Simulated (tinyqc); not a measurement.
## Thin-film transistor with exponential tail and deep states, accumulation layer: effect of the gate capacitance

An undoped film in accumulation, thicker than the space-charge layer. With band bending psi the Fermi level lies E0 - psi below the band edge. Free electrons n = n0 exp(psi/Vt) carry the current; electrons in two exponential distributions of traps, a = a0 exp(psi/Va) and d = d0 exp(psi/Vp), do not. Linear regime, ohmic contacts, traps in equilibrium.

Va = kB Tt/q, Vp = kB Td/q; n0 = Nc exp(-E0/Vt), a0 = Nt th(T/Tt) exp(-E0/Va), d0 = Nd th(T/Td) exp(-E0/Vp), th(x) = pi x/sin(pi x). G(psi) = sum over the three kinds of c0 [V (exp(psi/V) - 1) - psi], field F = sqrt(2 q G/(eps0 eps_r)); Vg = psi + eps0 eps_r F/Ci at the surface. Total charge Q = Ci (Vg - psi_s); free charge Qf = q times the integral of n0 (exp(psi/Vt) - 1)/F over psi from 0 to psi_s; I = (W/L) mb Qf Vd; effective mobility mb Qf/Q.

Parameters, values chosen for the exercise; values close to those of amorphous silicon: temperature T = 270 K; relative permittivity of the semiconductor eps_r = 11.8; density of extended states Nc = 6e19 cm^-3; band mobility mb = 12 cm^2/(V s); total density of tail states Nt = 5.6e19 cm^-3; characteristic temperature of the tail Tt = 320 K; total density of deep states Nd = 5.5e17 cm^-3; characteristic temperature of the deep states Td = 1060 K; bulk Fermi level below the band edge E0 = 0.6 eV; ratio W/L WL = 5; drain voltage Vd = 0.05 V; gate voltage above flat band Vg = 4.1 V.

Constants: q = 1.602176634e-19 C, kB = 1.380649e-23 J/K, Vt = kB T/q, eps0 = 8.8541878128e-14 F/cm where lengths are in cm. Results are converted to the units shown.

Effect of the gate capacitance:

| Ci (nF/cm^2) | E0 - psi_s (eV) | Q (nC/cm^2) | free share (%) | effective mobility (cm^2/(V s)) | I (nA) |
|---|---|---|---|---|---|
| 12 | 0.2322 | 44.79 | 0.6765 | 0.08118 | 0.9089 |
| 19 | 0.1928 | 70.16 | 1.603 | 0.1923 | 3.373 |
| 30 | 0.1608 | 109.8 | 2.762 | 0.3315 | 9.101 |
| 46 | 0.1343 | 167.2 | 3.942 | 0.4730 | 19.77 |
| 73 | 0.1074 | 263.3 | 5.272 | 0.6326 | 41.65 |
| 110 | 0.08448 | 394.3 | 6.500 | 0.7800 | 76.88 |
| 180 | 0.05754 | 640.4 | 8.056 | 0.9667 | 154.8 |

As Ci goes from 12 to 180 nF/cm^2, the free share rises from 0.676 to 8.06 %, the distance of the Fermi level from the edge falls from 0.232 to 0.0575 eV and the current rises from 0.909 to 155 nA. In every row T is close to Tt, where the factor th overstates the trapped charge. In every row the th form, which assumes a Fermi level far below the edge, overcounts the filled tail at the surface by more than 15 %.

Computed by the program tinyqc: `OMP_NUM_THREADS=1 python tinyqc.py 2610066 2610067 out.jsonl`, one thread of a shared Intel Xeon 2.30GHz, about 0.01 s for the whole run.
